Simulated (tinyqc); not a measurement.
# Surface potential of a MOS transistor: implicit equation and explicit approximations: effect of the acceptor density at fixed gate voltage

p-type body, charge-sheet picture, depletion and inversion only, full ionisation (an idealisation for deep acceptors), Boltzmann statistics (rough once Na exp(x - xn) passes about Nc/7). In units of Vt: xg = (Vg - Vfb)/Vt, x = psi/Vt, G = gamma/sqrt(Vt), xn = (2 phiF + Vc)/Vt. The implicit equation is (xg - x)^2 = G^2 [x - 1 + exp(x - xn)] for x above about 3. Cox = eps0 eox/tox.

ni = sqrt(Nc Nv) exp(-Eg/(2 Vt)), Eg in volts; phiF = Vt ln(Na/ni); gamma = sqrt(2 q eps0 eps_r Na)/Cox; VT = Vfb + Vt (xn + G sqrt(xn - 1)). Depletion value a = 1 + [sqrt(G^2/4 + xg - 1) - G/2]^2; inversion value b = xn + ln[(xg - xn)^2/G^2 - xn + 1] and first guess y = min(a, b) - ln(1 + exp(-|a - b|)) if a > xn + 1, else b = y = a; one second-order correction with D = exp(y - xn), p = 2 (xg - y) + G^2 (1 + D), w = (xg - y)^2 - G^2 (y - 1 + D): z = y + 2 w/(p + sqrt(p^2 - 2 (2 - G^2 D) w)), or the Newton step z = y + w/p where the root is not real. N_inv = (Cox Vt G/q) [sqrt(x - 1 + exp(x - xn)) - sqrt(x - 1)] at the root. Lambert form (Cox m Vt/q) W0[(G/(2 m sqrt(xn - 1))) exp((Vg - VT)/(m Vt))], m = 1 + G/(2 sqrt(xn - 1)). Errors under 1e-4 mV, and the linear form below VT, are printed as 0. Vfb is held fixed.

Inputs (values chosen for the exercise); band and dielectric values those of a made-up semiconductor: temperature T = 300 K; band gap Eg = 0.886 eV; relative permittivity eps_r = 10.8; conduction-band density of states at T Nc = 2.58e19 cm^-3; valence-band density of states at T Nv = 2.34e19 cm^-3; relative permittivity of the gate insulator (close to aluminium oxide) eox = 9.15; insulator thickness tox = 35 nm; flat-band voltage Vfb = -0.72 V; channel-body voltage Vc = 0.2 V; gate-body voltage Vg = 1.47 V.

Constants: q = 1.602176634e-19 C, kB = 1.380649e-23 J/K, Vt = kB T/q, eps0 = 8.8541878128e-14 F/cm where lengths are in cm. Results are converted to the units shown.

Result of one run:

| Na (cm^-3) | psi (V) | x - xn | error of y (mV) | error of z (mV) | N_inv (cm^-2) | Cox (Vg - VT)/q (cm^-2) | Lambert form (cm^-2) |
|---|---|---|---|---|---|---|---|
| 4.8e17 | 0.7652 | -4.540 | 0.135 | 0 | 3.841e8 | 0 | 3.300e8 |

What becomes of these results when the acceptor density Na is changed from 4.8e17 to 2.1e16 cm^-3, all else the same?

Result of the changed run:

| Na (cm^-3) | psi (V) | x - xn | error of y (mV) | error of z (mV) | N_inv (cm^-2) | Cox (Vg - VT)/q (cm^-2) | Lambert form (cm^-2) |
|---|---|---|---|---|---|---|---|
| 2.1e16 | 0.8823 | 6.249 | 6.61 | -0.0870 | 1.426e12 | 1.705e12 | 1.469e12 |

The whole series:

| Na (cm^-3) | psi (V) | x - xn | error of y (mV) | error of z (mV) | N_inv (cm^-2) | Cox (Vg - VT)/q (cm^-2) | Lambert form (cm^-2) |
|---|---|---|---|---|---|---|---|
| 4.3e15 | 0.8441 | 7.944 | 7.47 | -0.131 | 1.740e12 | 2.064e12 | 1.810e12 |
| 9.5e15 | 0.8634 | 7.107 | 6.98 | -0.104 | 1.608e12 | 1.910e12 | 1.665e12 |
| 2.1e16 | 0.8823 | 6.249 | 6.61 | -0.0870 | 1.426e12 | 1.705e12 | 1.469e12 |
| 4.5e16 | 0.8992 | 5.378 | 6.53 | -0.0830 | 1.180e12 | 1.438e12 | 1.210e12 |
| 9.9e16 | 0.9132 | 4.345 | 7.21 | -0.113 | 8.206e11 | 1.050e12 | 8.387e11 |
| 2.2e17 | 0.9135 | 2.758 | 11.0 | -0.430 | 3.175e11 | 4.831e11 | 3.235e11 |
| 4.8e17 | 0.7652 | -4.540 | 0.135 | 0 | 3.841e8 | 0 | 3.300e8 |
| 1e18 | 0.5159 | -15.65 | 0 | 0 | 1.020e4 | 0 | 2047 |

As Na goes from 4.3e15 to 1e18, psi goes from 0.844 through a maximum of 0.913 (at Na = 2.2e17 among the rows listed) to 0.516 V, x - xn falls from 7.94 to -15.6 and N_inv falls from 1.74e12 to 10200 cm^-2. The Lambert form lies between 0.201 and 1.04 times N_inv. For Na = 4.3e15, 9.5e15, 2.1e16, 4.5e16, 9.9e16 the electron quasi-Fermi level lies less than 2 Vt below the band edge at the surface, or above it, where degeneracy and confinement, left out, matter.

Program tinyqc, `OMP_NUM_THREADS=1 python tinyqc.py 2122072 2122073 out.jsonl`; Intel Xeon 2.30GHz, shared host, one thread, about 0.01 s.
